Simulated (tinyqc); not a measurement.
# Interface traps from C-V curves, high-low and Terman methods: two studies

MOS capacitor on an n-type substrate; psi is the band bending, negative in depletion; only majority carriers are counted. At the bending psi the Fermi level lies y = xi - psi below the conduction edge at the surface, xi = Vt ln(Nc/Nd). Dit(y) = D0 + D1 exp(-y/E1); traps fill up to the Fermi level, follow the bias and a slow signal, and do not follow a fast one. V is the gate voltage from flat band.

Values chosen for this exercise; band and dielectric values close to those of silicon:

| symbol | value | unit | meaning |
|---|---|---|---|
| T | 200 | K | temperature |
| eps_r | 11.9 |  | relative permittivity |
| Nc | 1.52e19 | cm^-3 | conduction-band density of states at T |
| Nd | 2.7e16 | cm^-3 | donor density |
| EOT | 5.5 | nm | equivalent oxide thickness |
| D0 | 9.1e10 | cm^-2 eV^-1 | trap density far from the band edge |
| D1 | 1.1e12 | cm^-2 eV^-1 | band-tail density at the conduction edge |
| E1 | 0.16 | eV | decay energy of the tail |

Constants: q = 1.602176634e-19 C, kB = 1.380649e-23 J/K, Vt = kB T/q, eps0 = 8.8541878128e-14 F/cm where lengths are in cm. Results are converted to the units shown.

Each table varies one quantity; the others keep the values above.

## Subthreshold swing with traps

Cox = 3.9 eps0/EOT, LD = sqrt(eps0 eps_r Vt/(q Nd)), u = psi/Vt, Cd = (eps0 eps_r/(sqrt(2) LD)) |exp(u) - 1|/sqrt(exp(u) - u - 1). At psi = -0.251 V the swing of a transistor with this gate would be S = Vt ln 10 (1 + (Cd + q Dit)/Cox), Dit as above.

Results:
```
D0 (cm^-2 eV^-1)  Dit (cm^-2 eV^-1)  q Dit/Cox  S (mV/decade)
8.5e9                      1.243e11    0.03173          47.18
2.5e10                     1.408e11    0.03594          47.35
7.3e10                     1.888e11    0.04819          47.84
2.1e11                     3.258e11    0.08315          49.22
6.2e11                     7.358e11     0.1878          53.38
1.8e12                     1.916e12     0.4889          65.33
1.5e13                     1.512e13      3.857          199.0
```

Estimate the missing row, D0 = 5.3e12 cm^-2 eV^-1.

Computed row:
```
D0 (cm^-2 eV^-1)  Dit (cm^-2 eV^-1)  q Dit/Cox  S (mV/decade)
5.3e12                     5.416e12      1.382          100.8
```

With this row back in the table: S rises from 47.2 to 199 mV/decade; without traps it is 45.9. The traps add 10 mV/decade at Dit = 9.87e11 cm^-2 eV^-1 and equal Cox at 3.92e12.

## Effect of the oxide thickness on the signal

Ideal V0 = psi - sqrt(2) (eps0 eps_r Vt/LD) sqrt(exp(u) - u - 1)/Cox for psi < 0; the traps add dV = (q/Cox) times the integral of Dit from 0 to psi = (q/Cox) [D0 psi + D1 E1 exp(-xi/E1) (exp(psi/E1) - 1)]. 1/C_HF = 1/Cox + 1/Cd, 1/C_LF = 1/Cox + 1/(Cd + q Dit). All at psi = -0.251 V.

Effect of the oxide thickness on the signal:
```
EOT (nm)  dV (mV)  C_HF (nF/cm^2)  C_LF (nF/cm^2)  (C_LF - C_HF)/Cox (%)
1.4        -6.059           94.94           125.2                  1.226
2.5        -10.82           92.15           120.4                  2.044
4.4        -19.04           87.70           112.9                  3.211
8          -34.62           80.36           101.0                  4.786
14         -60.59           70.51           85.93                  6.252
26         -112.5           56.63           66.17                  7.181
46         -199.1           42.65           47.84                  6.916
```

Read the table: what changes, and by how much?

The stretch-out grows in proportion to the EOT, from -6.06 to -199 mV, so thin oxides leave Terman's method little to read; the high-low gap goes from 1.23 through a maximum of 7.18 (at EOT = 26 nm among the rows listed) to 6.92 % of Cox.

Program tinyqc, `OMP_NUM_THREADS=1 python tinyqc.py 2030171 2030172 out.jsonl`; Intel Xeon 2.30GHz, shared host, one thread, about 0.01 s.
